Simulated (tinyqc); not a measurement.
# CMOS inverter, nodal equation and switching: several studies

An n-channel pull-down (bn, VTn) and a p-channel pull-up (bp, VTp) share the input Vin and the output node Vout, which carries the load C. Transistor (EKV form, voltages against the body): I = 2 n b Vt^2 [F(vp - Vs) - F(vp - Vd)] from drain to source, F(v) = ln^2(1 + exp(v/(2 Vt))), vp = (Vg - VT + sg |Vd - Vs|)/n. n-channel bodies are at 0; for the p-channel device all voltages are counted down from Vdd. b in uA/V^2 gives I in uA. Static: In = Ip. Transient: C dVout/dt = Ip - In. No velocity saturation, no gate capacitance beyond C.

Values chosen for this exercise:
- T = 273 K (temperature)
- Vdd = 0.5 V (supply voltage)
- n = 1.34 (slope factor)
- sg = 0.055 (drain-induced barrier lowering)
- VTn = 0.38 V (n-channel threshold)
- VTp = 0.42 V (p-channel threshold (magnitude))
- bn = 270 uA/V^2 (gain factor of the pull-down transistor)
- bp = 540 uA/V^2 (gain factor of the pull-up transistor)
- C = 0.39 fF (load capacitance)

Constants: q = 1.602176634e-19 C, kB = 1.380649e-23 J/K, Vt = kB T/q. Results are converted to the units shown.

Each table varies one quantity; the others keep the values above.

## Effect of the slope factor

VM solves In = Ip with Vin = Vout; VIL and VIH are the inputs of gain -1, NML = VIL - Vout(VIH), NMH = Vout(VIL) - VIH. For a step input the delay to Vdd/2 is tHL = C times the integral of dV/(In - Ip) from Vdd/2 to Vdd at Vin = Vdd, and tLH likewise with Ip - In from 0 to Vdd/2 at Vin = 0.

Results:
```
n    VM (V)  gain at VM  NML (V)  NMH (V)  tHL (ps)  tLH (ps)
1    0.2390      -18.17   0.2020   0.2253     35.42     32.32
1.1  0.2398      -18.17   0.2015   0.2230     38.42     34.44
1.2  0.2407      -18.17   0.2010   0.2206     41.23     36.30
1.4  0.2425      -18.17   0.2003   0.2161     46.24     39.29
1.5  0.2434      -18.17   0.1999   0.2138     48.45     40.46
1.6  0.2444      -18.17   0.1997   0.2116     50.46     41.44
```

Estimate the missing row, n = 1.3.

Computed row:
```
n    VM (V)  gain at VM  NML (V)  NMH (V)  tHL (ps)  tLH (ps)
1.3  0.2416      -18.17   0.2006   0.2183     43.84     37.91
```

With this row back in the table: As n goes from 1 to 1.6, VM rises from 0.239 to 0.244 V, the size of the gain stays near 18.2, tHL rises from 35.4 to 50.5 ps and tLH rises from 32.3 to 41.4 ps. The smaller margin is largest, 0.202 V, at n = 1 among the rows.

## Effect of the supply voltage

Same model as above.

Effect of the supply voltage:
```
Vdd (V)   VM (V)  gain at VM  NML (V)  NMH (V)  tHL (ps)  tLH (ps)
0.2      0.09161      -13.17  0.05957  0.07762   2.426e4   4.194e4
0.3       0.1415      -17.39   0.1067   0.1246      1692      2636
0.4       0.1917      -18.08   0.1537   0.1714     186.2     220.4
0.5       0.2420      -18.17   0.2005   0.2174     44.82     38.48
0.6       0.2927      -18.18   0.2466   0.2621     19.21     13.55
0.8       0.3966      -18.18   0.3352   0.3420     7.549     4.540
1         0.5061      -18.18   0.4178   0.4005     4.429     2.509
1.2       0.6203      -18.18   0.4983   0.4395     3.075     1.689
```

What does the comparison show?

As Vdd goes from 0.2 to 1.2 V, VM rises from 0.0916 to 0.620 V, the size of the gain rises from 13.2 to 18.2, tHL falls from 24300 to 3.07 ps and tLH falls from 41900 to 1.69 ps. The smaller margin is largest, 0.440 V, at Vdd = 1.2 V among the rows. For Vdd = 1 to 1.2 V the overdrive passes 0.5 V, where velocity saturation, left out here, would lengthen the delays of short devices. For Vdd = 0.2 to 0.4 V the supply is below a threshold, where mismatch, left out here, dominates margins and delay.

## Effect of the n-channel threshold

Same model as above.

Effect of the n-channel threshold:
```
VTn (V)  VM (V)  gain at VM  NML (V)  NMH (V)  tHL (ps)  tLH (ps)
0.15     0.1356      -16.67  0.08164   0.3234     7.067     38.54
0.2      0.1583      -17.69   0.1080   0.3016     9.409     38.50
0.25     0.1813      -18.02   0.1340   0.2790     13.15     38.49
0.3      0.2045      -18.13   0.1597   0.2557     19.57     38.48
0.35     0.2279      -18.16   0.1852   0.2319     31.75     38.48
0.4      0.2514      -18.17   0.2106   0.2077     58.00     38.48
0.45     0.2749      -18.16   0.2358   0.1833     124.1     38.48
0.5      0.2985      -18.14   0.2610   0.1587     323.0     38.48
```

What does the table show?

As VTn goes from 0.15 to 0.5 V, VM rises from 0.136 to 0.298 V, the size of the gain goes from 16.7 through a maximum of 18.2 (at VTn = 0.4 V among the rows listed) to 18.1, tHL rises from 7.07 to 323 ps and tLH stays near 38.5 ps. The smaller margin is largest, 0.208 V, at VTn = 0.4 V among the rows.

tinyqc, about 0.06 s, one thread, Intel Xeon 2.30GHz (shared host): `OMP_NUM_THREADS=1 python tinyqc.py 2340108 2340109 out.jsonl`
